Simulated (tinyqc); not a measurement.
Bond-orbital model of a tetrahedral semiconductor (Harrison's universal couplings): one step. Metallicity and a gap from the bond picture. Five cases, with inputs chosen for the exercise.

Question. Neighbouring bonds couple through V1: averaged V1b = V1c (1 - ap)/2 + V1a (1 + ap)/2 for the bond band and V1x = V1c (1 + ap)/2 + V1a (1 - ap)/2 for the antibond band. The top of the bond band lies V1b above the bond level and the bottom of the antibond band 3 V1x below the antibond level, so the gap is 2 sqrt(V2^2 + V3^2) - V1b - 3 V1x; metallicity am = (V1b + 3 V1x)/(2 sqrt(V2^2 + V3^2)).

Hybrid level eh = (es + 3 ep)/4; metallic energy V1 = (ep - es)/4 for each atom; covalent energy V2 = 3.22 hbar^2/(m d^2); polar energy V3 = (ehc - eha)/2; hbar^2/m = 2c, c = hbar^2/2m0. Polarity ap = V3/sqrt(V2^2 + V3^2), covalency ac = V2/sqrt(V2^2 + V3^2). p-p coupling at Gamma Exx = (4/3)(2.22 - 2 x 0.63) hbar^2/(m d^2) = 1.28 hbar^2/(m d^2), s-s coupling Ess = 4 x 1.32 hbar^2/(m d^2).

Give: V1b, V1x; gap; am.

Case 1.

V1 (eV): cation 1.917500, anion 1.917500

V2, V3 (eV): 4.121252  0.000000

ap = 0.000000

Answer.

V1b, V1x (eV): 1.9175  1.9175

gap = 0.573 eV
am = 0.931

Case 2.

V1 (eV): cation 1.230000, anion 2.515000

V2, V3 (eV): 3.520472  2.447500

ap = 0.570825

Answer.

V1b, V1x (eV): 2.2393  1.5057

gap = 1.819 eV
am = 0.788

Case 3.

V1 (eV): cation 1.822500, anion 2.007500

V2, V3 (eV): 6.868868  1.872500

ap = 0.263009

Answer.

V1b, V1x (eV): 1.9393  1.8907

gap = 6.628 eV
am = 0.535

Case 4.

V1 (eV): cation 1.832500, anion 2.095000

V2, V3 (eV): 6.942136  1.936250

ap = 0.268659

Answer.

V1b, V1x (eV): 1.9990  1.9285

gap = 6.630 eV
am = 0.540

Case 5.

V1 (eV): cation 1.165000, anion 2.487500

V2, V3 (eV): 3.601868  2.431250

ap = 0.559471

Answer.

V1b, V1x (eV): 2.1962  1.4563

gap = 2.126 eV
am = 0.755

The gap closes where am reaches one. The model gives trends; its gap can miss the real one by a factor of two to five, most in ratio for narrow gaps and most in eV for first-row compounds.

Computed by tinyqc, one run a case: `OMP_NUM_THREADS=1 python tinyqc.py N N+1 out.jsonl` with N = 1480612, 1481018, 1481026, 1481384, 1481586; one thread of a shared Intel(R) Xeon(R) Processor @ 2.30GHz, about 0.01 s a run at most.
